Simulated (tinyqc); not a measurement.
On-chip interconnect, size-dependent resistivity and RC delay: two steps of the calculation.

A rectangular line between two neighbours and two ground planes. Surface and grain-boundary scattering are added to the bulk resistivity as corrections; capacitances are parallel-plate values without fringing; inductance is ignored.

Inputs (values chosen for the exercise); metal values close to those of aluminium: bulk resistivity rho0 = 2.73 uohm cm; bulk mean free path lam = 18.9 nm; specular share of surface scattering ps = 0; reflection coefficient of grain boundaries Rg = 0.53; grain size over the metal width gr = 1; drawn line width wd = 13 nm; aspect ratio, height over width AR = 1.9; liner on both walls and the bottom, not conducting tl = 2.4 nm; space to the neighbouring lines sp = 16 nm; dielectric height to the planes above and below hd = 23 nm; relative permittivity of the dielectric ek = 4.2; Miller factor of the neighbours Mf = 1; line length Lw = 68 um; driver resistance Rd = 12000 ohm; load capacitance Cl = 0.053 fF.

Constants: eps0 = 8.8541878128e-12 F/m. Results are converted to the units shown.

Task 1. Resistivity, resistance and capacitance per length. Metal width x = wd - 2 tl, height y = AR wd - tl; grain boundaries (Mayadas-Shatzkes): al = (lam/(gr x)) Rg/(1 - Rg), g = 1/[1 - 3 al/2 + 3 al^2 - 3 al^3 ln(1 + 1/al)] - 1; surfaces (Fuchs-Sondheimer, thick limit): s = (3/8) lam (1 - ps)(1/x + 1/y); rho = rho0 (1 + g + s); r = rho/(x y); c = eps0 ek (2 wd/hd + 2 Mf AR wd/sp).

Wanted: x; y; al; g; s; rho; r; c.

Result 1.

x = 8.200 nm
y = 22.30 nm
al = 2.599
g = 3.521
s = 1.182
rho = 15.57 uohm cm
r = 851.5 ohm/um
c = 0.1569 fF/um

Task 2. Ladder and Elmore delays. 4 equal pi sections: series Rs = r Lw/4; node capacitances c Lw/4, halved at nodes 0 and 4, with Cl added to node 4; Rd feeds node 0. Elmore delay of node k: the sum, over the resistors on the path to k, of resistance times all capacitance downstream of it.

r = 851.46402 ohm/um
c = 0.15685482 fF/um

Find: Rs; C; Elmore delay.

Result 2.

Rs = 14475 ohm

```
node  C (fF)  Elmore delay (ps)
0     1.3333             128.63
1     2.6665             264.49
2     2.6665             361.75
3     2.6665             420.41
4     1.3863             440.48
```

The far-end value equals Rd (c Lw + Cl) + r Lw (c Lw/2 + Cl) for any number of pi sections; the line resistance contributes 70.8 % of it.

Range of the model: The metal width is under the mean free path, where the thick-limit surface term and the simple sum of corrections lose accuracy.

tinyqc, about 0.01 s, one thread, Intel Xeon 2.30GHz (shared host): `OMP_NUM_THREADS=1 python tinyqc.py 2100149 2100150 out.jsonl`
